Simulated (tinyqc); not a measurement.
Surface segregation during layer-by-layer epitaxy: two-layer exchange kinetics and the shape of quantum wells and delta layers: one step, computed by the program tinyqc.

Atoms A and B exchange only between the growing layer and the one below it. B is supplied for N layers, then pure A follows.

Problem. Exchange rates. p1 = nu exp(-E1/(k_B T)) (B up, A down), p2 = nu exp(-(E1 + E_s)/(k_B T)) (B down); time per layer tau = 1/G; K = p1/p2. Temperatures in kelvin are T(C) + 273.15. Dilute equilibrium share passed up per layer R_eq = K/(1 + K).

Inputs (values chosen for the exercise, close to those used for antimony in silicon):
```
quantity,value,unit
barrier E1 for B to move up,1.83,eV
segregation energy E_s,0.58,eV
attempt frequency nu,1,THz
growth rate G,0.44,layers/s
temperature T,450,C
```

Constants: k_B = 8.617333262e-05 eV/K.

Give: p1; p2; p1 tau; K; R_eq.

Solution.

p1 = 0.17634 1/s

p2 = 1.6004e-05 1/s

p1 tau = 0.40078

K = 11019

R_eq = 0.99991

Exchange and growth compete.
